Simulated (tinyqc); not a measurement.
## Phase-change memory cell, resistance drift and retention: drift of neighbouring levels

The amorphous state follows Ra = R0 (t/t0)^nu exp[(q Ec/kB)(1/T - 1/(300 K))], with nu taken as independent of T. An intermediate level follows the logarithmic mixing rule ln R = (1 - fa) ln Rc + fa ln Ra with constant Rc. The time to lose the data by crystallisation is tr = tx exp[(q Ex/kB)(1/T - 1/Tx)]; 1 year = 3.15576e7 s. These are empirical laws.

Two intermediate levels, fa and 0.76, and the amorphous state at temperature T. A fixed threshold is set at the geometric mean of the two intermediate levels at t0.

Values chosen for this exercise; values of the order found in chalcogenide phase-change cells:
- R0 = 2.3 Mohm (resistance of the amorphous state at t0 and 300 K)
- t0 = 0.001 s (reference time)
- nu = 0.124 (drift exponent)
- Ec = 0.27 eV (activation energy of conduction)
- T = 358 K (operating temperature)
- fa = 0.61 (amorphous share of an intermediate level)
- Rc = 29 kohm (resistance of the crystalline state)

Constants: q = 1.602176634e-19 C, kB = 1.380649e-23 J/K. Results are converted to the units shown.

Results:
```
t (s)	lower level (Mohm)	upper level (Mohm)	Ra (Mohm)	lower level/threshold
0.001	0.14884	0.22254	0.42352	0.81783
0.01	0.17716	0.27647	0.56348	0.97343
0.1	0.21087	0.34346	0.74968	1.1586
1	0.25099	0.42670	0.99742	1.3791
10	0.29874	0.53011	1.3270	1.6414
100	0.35557	0.65857	1.7655	1.9537
10000	0.50374	1.0164	3.1252	2.7679
1e5	0.59958	1.2628	4.1579	3.2945
```

Estimate the missing row, t = 1000 s.

Computed row:
```
t (s)	lower level (Mohm)	upper level (Mohm)	Ra (Mohm)	lower level/threshold
1000	0.42322	0.81817	2.3490	2.3254
```

With this row back in the table: Over eight decades Ra grows by a factor of 9.82, the upper level by 5.67 and the lower by 4.03, so their ratio widens from 1.50 to 2.11. The lower level crosses the fixed threshold by t = 0.1 s among the rows and would then be misread.

Computed by the program tinyqc: `OMP_NUM_THREADS=1 python tinyqc.py 2880104 2880105 out.jsonl`, one thread of a shared Intel Xeon 2.30GHz, about 0.01 s for the whole run.
